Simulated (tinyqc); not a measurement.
Minority carriers and saturation current of a heavily doped emitter: one step of the calculation.

n-type, parabolic bands, full ionisation. eta = (EF - Ec)/kB T solves N = Nc F12(eta), F12(x) = (2/sqrt(pi)) int_0^infinity sqrt(u)/(1 + exp(u - x)) du. The gap shrinks rigidly by dEg = a3 y^(1/3) + a4 y^(1/4) + a2 y^(1/2), y = N/1e18 cm^-3, an empirical law that is here taken as the true narrowing.

Task. Saturation current. 1/tau = Cn N^2 + 1/ts, D = mup Vt, L = sqrt(D tau); J0 = (q p0 D/L)(s + tanh(W/L))/(1 + s tanh(W/L)), s = S L/D; the share recombining inside is 1 - 1/[cosh(W/L)(1 + tanh(W/L)/s)].

Parameters, values chosen for the exercise; band and dielectric values close to those of silicon:
- T = 250 K (temperature)
- N = 1.2e19 cm^-3 (ionised donor density)
- mup = 230 cm^2/(V s) (minority-hole mobility)
- Cn = 1.8e-31 cm^6/s (Auger coefficient)
- ts = 0.13 us (defect lifetime)
- W = 230 nm (emitter width)
- S = 2.7e5 cm/s (recombination velocity at the contact)

Constants: q = 1.602176634e-19 C, kB = 1.380649e-23 J/K, Vt = kB T/q. Results are converted to the units shown.

p0 = 0.039487104 cm^-3

Find: tau; L; s; J0; share recombining inside.

Result.

tau = 29.751 ns
L = 3839.5 nm
s = 20.922
J0 = 0.76075 fA/cm^2
share recombining inside = 0.46382 %

The emitter is transparent: most holes reach the contact.

Range of the model: Band tails, non-parabolic bands and incomplete ionisation are left out.

Computed by the program tinyqc: `OMP_NUM_THREADS=1 python tinyqc.py 2330173 2330174 out.jsonl`, one thread of a shared Intel Xeon 2.30GHz, about 0.01 s for the whole run.
